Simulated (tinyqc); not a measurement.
Thermoelectric coefficients of a parabolic band, Landauer integrals: effect of the Fermi level.

Bulk parabolic band, x = (E - Ec)/kB T, C = hbar^2/(2 m0), kB T in eV. Modes per area gv m kB T x/(4 pi C) times the back-scattering length l0 x^rr give the transport function s0 X(x), s0 = (2 q^2/h) gv m kB T l0/(4 pi C), X = x^(1 + rr). I_k = int X (x - eta)^k w dx, w = 1/(4 cosh^2((x - eta)/2)).

sigma = s0 I_0, S = -(kB/q) I_1/I_0, Lorenz number L = (kB/q)^2 [I_2/I_0 - (I_1/I_0)^2], kappa_e = L sigma T. Power factor S^2 sigma, ZT = S^2 sigma T/(kappa_e + kL). The integrals are converged.

Parameters, values chosen for the exercise:
- T = 400 K (temperature)
- m = 0.67 m0 (mass of one valley)
- gv = 6 (valleys)
- l0 = 38 nm (back-scattering length at x = 1)
- rr = 0 (energy exponent of that length)
- kL = 0.31 W/(m K) (lattice thermal conductivity)

Constants: q = 1.602176634e-19 C, kB = 1.380649e-23 J/K, hbar = 1.054571817e-34 J s, h = 6.62607015e-34 J s, m0 = 9.1093837015e-31 kg, Vt = kB T/q, hbar^2/(2 m0) = 0.0380998212 eV nm^2. Results are converted to the units shown.

Effect of the Fermi level:

| eta | sigma (S/cm) | S (uV/K) | kappa_e (W/(m K)) | power factor (mW/(m K^2)) | ZT |
|---|---|---|---|---|---|
| -4 | 154.7 | -517.8 | 0.09209 | 4.147 | 4.126 |
| -3 | 414.0 | -433.0 | 0.2475 | 7.762 | 5.569 |
| -2 | 1082 | -350.2 | 0.6527 | 13.27 | 5.512 |
| -1 | 2669 | -272.5 | 1.648 | 19.82 | 4.049 |
| 0 | 5906 | -204.5 | 3.811 | 24.70 | 2.398 |
| 1 | 1.119e4 | -150.9 | 7.713 | 25.47 | 1.270 |
| 2 | 1.812e4 | -112.4 | 13.46 | 22.89 | 0.6652 |
| 3 | 2.598e4 | -86.09 | 20.63 | 19.25 | 0.3678 |
| 4 | 3.424e4 | -68.22 | 28.69 | 15.93 | 0.2198 |
| 5 | 4.266e4 | -55.81 | 37.19 | 13.29 | 0.1418 |
| 6 | 5.115e4 | -46.95 | 45.87 | 11.27 | 0.09765 |

sigma rises from 155 to 51100 S/cm, and S rises from -518 to -46.9 uV/K. Among the rows the power factor is largest at eta = 1 and ZT, 5.57, at eta = -3, where S = -433 uV/K. ZT peaks at a lower eta than the power factor because kappa_e grows with sigma.

Range of the model: Parabolic bands, elastic scattering and a fixed kL make these model figures, not those of a material.

tinyqc, about 0.03 s, one thread, Intel Xeon 2.30GHz (shared host): `OMP_NUM_THREADS=1 python tinyqc.py 2800023 2800024 out.jsonl`
